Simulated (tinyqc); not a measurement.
Length offset and series resistance from crossing lines.

Problem. R_total = Rs + k (L - dL)/Vo with constant Rs, dL and k. Find k, dL and Rs.

R_total at (L, Vo) = (40, 0.41), (120, 0.41), (40, 0.88) and (120, 0.88), L in nm and Vo in V (ohm um): [414, 726.19512, 337.09091, 482.54545]

Solution. At each overdrive R is a straight line in L with slope k/Vo; the two lines cross at L = dL, R = Rs.

k = 1.60 ohm um V/nm
dL = 3.10 nm
Rs = 270 ohm um

Numbers from tinyqc (`OMP_NUM_THREADS=1 python tinyqc.py 2282164 2282165 out.jsonl`; about 0.05 s on one thread of a shared Intel Xeon 2.30GHz).
